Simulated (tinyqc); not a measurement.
p-n heterojunction, non-linear Poisson equation by Newton steps, Boltzmann statistics: effect of the donor density of material 2.

One dimension, material 1 (p-type) at x < 0 and material 2 (n-type) at x > 0. Band edges: Ec = -psi in material 1 and -psi + dEc in material 2, Ev = Ec - Eg. Flat quasi-Fermi levels: 0 for holes, +V for electrons. n = Nc F((EFn - Ec)/Vt), p = Nv F((Ev - EFp)/Vt), with F(eta) = exp(eta) (Boltzmann statistics); full ionisation, no interface charge, classical densities; the doping types are chosen for the exercise.

Exact first integral: on each side D^2/(2 eps0 er) = G, G = q [Vt (nI_j - nI_b) + Vt (pI_j - pI_b) - C (psi_j - psi_b)], with C = -N1 or +N2, b the neutral end of that side, and nI, pI the densities themselves. D is continuous, so er1 G1(psi_j) = er2 G2(psi_j) fixes psi_j. Ends from Nv1 F((-psi_L - Eg1)/Vt) = N1 and Nc2 F((V + psi_R - dEc)/Vt) = N2. D is counted positive when psi rises towards material 2. Depletion (Anderson) capacitance C^2 = q eps0 er1 er2 N1 N2/(2 (er1 N1 + er2 N2)(psi_R - psi_L)). -dD/dV is the change of the displacement at the interface with both quasi-Fermi levels flat; it is the terminal capacitance only while neither side holds an inversion layer. n_j and p_j are densities at the interface.

Inputs (values chosen for the exercise); band and dielectric values those of a made-up pair:
- T = 350 K (temperature)
- Eg1 = 1.08 eV (band gap of material 1)
- er1 = 11.5 (relative permittivity of material 1)
- Nc1 = 2.39e19 cm^-3 (conduction-band density of states of material 1)
- Nv1 = 1.36e19 cm^-3 (valence-band density of states of material 1)
- Eg2 = 1.04 eV (band gap of material 2)
- er2 = 11.6 (relative permittivity of material 2)
- Nc2 = 3.68e19 cm^-3 (conduction-band density of states of material 2)
- Nv2 = 3.53e19 cm^-3 (valence-band density of states of material 2)
- dEc = 0.03 eV (conduction-band offset Ec2 - Ec1)
- N1 = 2.1e16 cm^-3 (acceptor density of material 1)
- V = -1.5 V (bias of side 1 against side 2)

Constants: q = 1.602176634e-19 C, kB = 1.380649e-23 J/K, Vt = kB T/q, eps0 = 8.8541878128e-14 F/cm where lengths are in cm. Results are converted to the units shown.

Effect of the donor density of material 2:

| N2 (cm^-3) | psi_R - psi_L (V) | psi_j - psi_L (V) | psi_R - psi_j (V) | D/q (cm^-2) | n_j in 1 (cm^-3) | p_j in 2 (cm^-3) | -dD/dV (nF/cm^2) | depletion C (nF/cm^2) |
|---|---|---|---|---|---|---|---|---|
| 3.8e14 | 2.068 | 0.09683 | 1.972 | 1.346e11 | 2.714e-14 | 2.240e16 | 1.355 | 3.853 |
| 8.9e14 | 2.094 | 0.1252 | 1.969 | 1.597e11 | 6.958e-14 | 8.735e15 | 3.895 | 5.791 |
| 2.1e15 | 2.120 | 0.2194 | 1.901 | 2.247e11 | 1.578e-12 | 3.851e14 | 8.573 | 8.604 |
| 5e15 | 2.146 | 0.4341 | 1.712 | 3.284e11 | 1.951e-9 | 3.116e11 | 12.61 | 12.43 |
| 1.2e16 | 2.173 | 0.8025 | 1.370 | 4.540e11 | 3.935e-4 | 1.545e6 | 17.22 | 16.98 |
| 2.7e16 | 2.197 | 1.237 | 0.9604 | 5.675e11 | 701.7 | 0.8662 | 21.28 | 20.98 |
| 6.5e16 | 2.224 | 1.669 | 0.5549 | 6.613e11 | 1.166e9 | 5.215e-7 | 24.49 | 24.16 |
| 1.5e17 | 2.249 | 1.952 | 0.2969 | 7.162e11 | 1.398e13 | 4.346e-11 | 26.21 | 25.86 |

Read the table: what changes, and by how much?

As N2 goes from 3.8e14 to 1.5e17, the total bending rises from 2.07 to 2.25 V and the sheet charge D/q rises from 1.35e11 to 7.16e11 cm^-2; the share of the bending in material 1 rises from 4.68 to 86.8 %. The capacitance departs most from the depletion formula at N2 = 3.8e14, where it is 65 % below it, and there the holes at the interface in material 2 outnumber its donors: an inversion layer has formed, which screens D from the bias.

tinyqc, about 0.04 s, one thread, Intel Xeon 2.30GHz (shared host): `OMP_NUM_THREADS=1 python tinyqc.py 2040091 2040092 out.jsonl`
